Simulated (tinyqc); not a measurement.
Floating body of a partially depleted SOI transistor: body voltage and kink: one step of the calculation.

Source at 0 V. Channel current Ic = 2 nf K Vt^2 [F(0) - F(Vd)](1 + la Vd), F(V) = ln^2(1 + exp((Vg - VT - nf V)/(2 nf Vt))), VT = VT0 - gb Vb. Saturation voltage Vs = 2 Vt sqrt(F(0)) + 3 Vt, excess Ve = (Vd - Vs + sqrt((Vd - Vs)^2 + 0.0004 V^2))/2, multiplication M1 = Ai Ve exp(-Bl/Ve). Each junction passes D(v) = J1 (exp(v/Vt) - 1) + J2 (exp(v/(2 Vt)) - 1). Bipolar current Ib = bb J1 (exp(Vb/Vt) - 1). The body settles where M1 (Ic + Ib) = D(Vb) + D(Vb - Vd) + Vb/Rb; drain current Id = (1 + M1)(Ic + Ib) - D(Vb - Vd).

Task. Drain current with floating and with grounded body. Id and VT at the converged Vb, Id at Vb = 0, their ratio, and the bipolar share Ib/(Ic + Ib).

Inputs (values chosen for the exercise); values of the order met in partially depleted silicon-on-insulator transistors: temperature T = 330 K; threshold at zero body voltage VT0 = 0.34 V; fall of the threshold per volt of body voltage gb = 0.24; slope factor nf = 1.37; gain factor per width K = 400 uA/(V^2 um); channel-length modulation factor la = 0.03 1/V; impact-ionisation prefactor Ai = 3.38 1/V; impact-ionisation voltage Bl = 6 V; diffusion saturation current of each junction J1 = 6.5e-12 uA/um; recombination saturation current of each junction J2 = 1.7e-8 uA/um; gain of the lateral bipolar transistor on the diffusion current bb = 0.5; resistance of a weak body tie to the source (1e9 stands for no tie, and the term is then dropped) Rb = 8e5 kohm um; gate voltage Vg = 0.4 V; drain voltage Vd = 2.3 V.

Constants: q = 1.602176634e-19 C, kB = 1.380649e-23 J/K, Vt = kB T/q. Results are converted to the units shown.

converged Vb = 0.77343210 V

Find: VT; Id, floating; Id, grounded; ratio; bipolar share.

Result.

VT = 0.15438 V
Id, floating = 16.004 uA/um
Id, grounded = 1.8129 uA/um
ratio = 8.8281
bipolar share = 17.899 %

The body rises to 0.773 V and lowers the threshold by 186 mV.

Range of the model: The multiplication law is an empirical form chosen for the exercise; self-heating and capacitive coupling to the body are left out, and the linear laws are rough once Vb passes about 0.7 V or M1 about 0.1.

Computed by the program tinyqc: `OMP_NUM_THREADS=1 python tinyqc.py 2182255 2182256 out.jsonl`, one thread of a shared Intel Xeon 2.30GHz, about 0.2 s for the whole run.
